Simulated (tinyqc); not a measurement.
Width of the well: quantum-confined Stark effect in a modulator well.

Envelopes on cells of 0.5 angstrom over the well |z| < L/2 and 45 angstrom of barrier on each side, psi = 0 beyond, psi'/m continuous (mean mass between points), c = hbar^2/2m0. The electron sees + e F z and the hole - e F z, each with its offset in the barriers; 1 kV/cm = 1e-5 eV/angstrom. Light holes, band mixing and escape by tunnelling are left out.

Exciton: in-plane function exp(-rho/lam), 1/mu = 1/me + 1/mp, E(lam) = c/(mu lam^2) - (q/eps) times the integral over k of Fm(k)(1 + (k lam/2)^2)^(-3/2), Fm(k) the double integral of psi_e^2 psi_h^2 exp(-k |z - z'|), q = e^2/(4 pi eps0); binding Eb = -E at the minimum. Line at Eg + E_e + E_h - Eb, strength proportional to overlap^2/lam^2.

Constants: hbar^2/2m0 = 3.80998211 eV angstrom^2; e^2/(4 pi eps0) = 14.39964547 eV angstrom; hc = 1239.841984 eV nm.

Values chosen for the exercise (near those of a Ge well in SiGe, direct gap; shifted at random, so the results belong to these values and not to a real crystal): Vc = 0.356 eV (conduction offset); Vv = 0.105 eV (heavy-hole offset); me = 0.0406 m0 (electron, well); meb = 0.0552 m0 (electron, barrier); mh = 0.21 m0 (heavy hole along z, well); mhb = 0.221 m0 (heavy hole, barrier); Eg = 0.853 eV (gap of the well); mp = 0.066 m0 (heavy hole in the plane); eps = 15.8 (dielectric constant); Ls = (50, 66, 84, 104, 126, 150, 170) angstrom (widths); F_L = 70 kV/cm (field for this table).

Zero-field line, its shift at F_L and the relative strength.

Results:
```
L (angstrom)  line at F = 0 (nm)  Eb (meV)  shift (meV)  relative strength  shift x strength (meV)
50                        1244.3      4.12        -2.14              0.953                    2.04
66                        1298.8      4.00        -3.57              0.904                    3.23
84                        1339.4      3.87        -6.23              0.796                    4.96
126                       1390.7      3.59       -17.25              0.392                    6.75
150                       1406.5      3.45       -26.30              0.200                    5.27
170                       1415.8      3.34       -35.12              0.100                    3.53
```

Give the missing row, L (angstrom) = 104.

Computed row:
```
L (angstrom)  line at F = 0 (nm)  Eb (meV)  shift (meV)  relative strength  shift x strength (meV)
104                       1369.1      3.73       -10.64              0.613                    6.53
```

The shift grows with exponent 1.85 in L over the first two rows and 2.31 over the last two, against 4 for hard walls at second order; leakage lowers it in narrow wells and saturation in wide ones. The strength falls from 0.95 to 0.10, and the product of the two is largest at 126 angstrom.

(tinyqc, `OMP_NUM_THREADS=1 python tinyqc.py 1282251 1282252 out.jsonl`, Intel(R) Xeon(R) Processor @ 2.30GHz, 1 thread, shared host, about 0.1 s.)
